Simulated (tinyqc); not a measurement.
Polycrystal bounds against single-crystal directions: anisotropic elasticity and sound waves of a cubic crystal. Computed by tinyqc, a small Python program. Command: `OMP_NUM_THREADS=1 python tinyqc.py 3030371 3030372 out.jsonl cubicelastic walk`. One thread of a shared host (Intel(R) Xeon(R) Processor @ 2.30GHz), about 0.01 s of CPU time with the checks.

Voigt order 1..6 = xx, yy, zz, yz, xz, xy, with engineering shear strains. The rotated frame has x' as named, z' along the wafer normal and y' = z' x x'.

Inputs (values chosen for the exercise, modelled on diamond): C11 = 1072 GPa; C12 = 123 GPa; C44 = 572.4 GPa.

Frame: (001) wafer, x' along [210].

Method. S11 = (C11 + C12)/D, S12 = -C12/D, D = (C11 - C12)(C11 + 2 C12), S44 = 1/C44. Zener ratio A = 2 C44/(C11 - C12); S0 = S11 - S12 - S44/2; H = 2 C44 + C12 - C11. B = (C11 + 2 C12)/3; Voigt G = (C11 - C12 + 3 C44)/5; Reuss G = 5/(4 (S11 - S12) + 3 S44); Hill is their mean; E = 9BG/(3B + G), nu = (3B - 2G)/(6B + 2G). Along <hkl>, with g = 0, 1/4, 1/3: 1/E = S11 - 2 S0 g; for a film with that normal C33 = C11 + 2 H g and M = [6B - (3B - C33) - (3B - C33)^2/C33]/2.

S11 = 0.955402 1/TPa

S12 = -0.0983385 1/TPa

S44 = 1.74703 1/TPa

S0 = 0.180226 1/TPa

H = 195.8 GPa

Zener ratio A = 1.20632

bulk modulus B = 439.33 GPa

Averages:
```
average,G (GPa),E (GPa),nu
Voigt,533.24,1138.9,0.067933
Reuss,528.76,1132.1,0.070522
Hill,531.00,1135.5,0.069226
```

Directions:
```
direction,E (GPa),biaxial modulus M (GPa)
<100>,1046.7,1166.8
<110>,1155.7,1234.6
<111>,1197.2,1254.7
```

What follows from these numbers?

The bounds on G differ by 0.85 %, while E varies by a factor 1.14 with direction; with A above 1 the stiffest axis is <111>. Under a fixed mismatch strain, grains with a <100> normal store the least energy.

Extremes, crossings and ranges named in words are read from the listed rows.
